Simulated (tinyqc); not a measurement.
Inside a calculation. Model: metal-interlayer-semiconductor contact, depinning against tunnelling resistance.

Program tinyqc, `OMP_NUM_THREADS=1 python tinyqc.py 2270058 2270059 out.jsonl`; Intel Xeon 2.30GHz, shared host, one thread, about 0.02 s. Printed values are rounded.

Zero bias, n-type semiconductor. Gap states at the semiconductor surface thin out as exp(-be ti), which unpins the barrier; electrons must then cross the interlayer (a rectangular barrier, no voltage drop across it) and the parabolic depleted layer, both by WKB. Energies E are counted from the Fermi level; no image force, parabolic bands.

Values chosen for this exercise; semiconductor values close to those of silicon; interlayer mass of the order of that in lanthanum oxide, offset chosen freely:
- T = 250 K (temperature)
- Eg = 1.14 eV (band gap)
- eps_r = 11.5 (relative permittivity)
- chi = 4.15 eV (electron affinity)
- Nc = 2.13e19 cm^-3 (conduction-band density of states at T)
- mt = 0.197 m0 (tunnelling mass in the semiconductor)
- mA = 2.01 m0 (Richardson mass)
- Nd = 8e18 cm^-3 (donor density)
- E0 = 0.37 eV (charge-neutrality level above the valence band)
- S0 = 0.27 (pinning factor without interlayer)
- phiM = 4.3 eV (metal work function)
- ti = 1.3 nm (interlayer thickness)
- dE = 2.02 eV (conduction-band offset of the interlayer above the semiconductor)
- mi = 0.29 m0 (tunnelling mass in the interlayer)
- be = 2.7 1/nm (decay constant of gap states through the interlayer)

Constants: q = 1.602176634e-19 C, kB = 1.380649e-23 J/K, eps0 = 8.8541878128e-12 F/m, hbar = 1.054571817e-34 J s, h = 6.62607015e-34 J s, m0 = 9.1093837015e-31 kg, Vt = kB T/q, hbar^2/(2 m0) = 0.0380998212 eV nm^2. Results are converted to the units shown.

Range of the model: The depletion charge would drop about 0.040 V across such an interlayer (eps_r near 25) at ti = 1.3 nm and Nd = 8e18 cm^-3, against a band bending of 0.18 V; this model leaves that drop out.

## Pinning, barrier and scales

S = 1/(1 + (1/S0 - 1) exp(-be ti)); phiB = S (phiM - chi) + (1 - S)(Eg - E0); xi = Ec - EF deep inside, from Nd = Nc F(-xi/Vt), F(x) = (2/sqrt(pi)) int_0^infinity sqrt(u) du/(1 + exp(u - x)); band bending U = phiB - xi; E00 = (hbar/2) sqrt(Nd/(eps0 eps_r mt m0)) in volts; A = 4 pi q mA m0 kB^2/h^3.

S = 0.925213
phiB = 0.196368 eV
xi = 0.0182508 eV
U = 0.178117 eV
E00 = 0.0348891 eV
A = 241.548 A/(cm^2 K^2)

The interlayer moves the barrier from 0.603 eV to 0.196 eV; the unpinned limit is phiM - chi = 0.150 eV. E00/Vt = 1.62: by the usual rule of thumb (0.5 to 5) thermionic-field emission.

## Exponents and integrand on an energy grid

E, point 0 to 13 (eV): 0.02  0.03615  0.05231  0.06846  0.08462  0.10077  0.11692  0.13308  0.14923  0.16538  0.18154  0.19769  0.21385  0.23

With U = phiB - xi: for xi < E < phiB, y = (E - xi)/U and G1 = (U/E00) [sqrt(1 - y) - y ln((1 + sqrt(1 - y))/sqrt(y))], G1 = 0 above phiB; G2 = 2 ti sqrt(mi max(phiB + dE - E, 0)/C), C = hbar^2/(2 m0); f = 1/(1 + exp(E/Vt)); integrand exp(-G1 - G2) f.

```
point       G1       G2           f  integrand (1e-8)
0      4.92958  10.6307    0.283257           4.94790
1      3.91033  10.5916    0.157359           7.92115
2      3.15752  10.5523   0.0810527           9.00919
3      2.53181  10.5128   0.0400105           8.64900
4      1.99501  10.4732   0.0193050           7.42679
5      1.53027  10.4334  0.00921606           5.87184
6      1.12769  10.3935  0.00437615           4.33996
7      0.78189  10.3535  0.00207169           3.02207
8      0.49117  10.3133  9.80008e-4           1.99036
9      0.25628  10.2729  4.63324e-4           1.23916
10     0.08316  10.2323  2.18887e-4           0.72486
11     0.00000  10.1916  1.03443e-4           0.38772
12     0.00000  10.1508  4.88599e-5           0.19078
13     0.00000  10.1098  2.30884e-5           0.09393
```

## Contact resistivity

1/rho_c = (A T^2/Vt^2) I, with I the trapezoid sum of the integrand over the grid.

I = 8.60909e-9 eV
rho_c = 0.0035710 ohm cm^2

A fine grid from xi upwards gives rho_c = 0.003506 ohm cm^2; the coarse value is 1.9 % above it. The integrand peaks at E = 0.055 eV, and 1.1 % of the current flows above phiB. Tunnelling through the interlayer costs a factor of 35900 at this barrier height; the bare contact (ti = 0) has rho_c = 0.00225 ohm cm^2, so with the interlayer rho_c is 56 % above that.
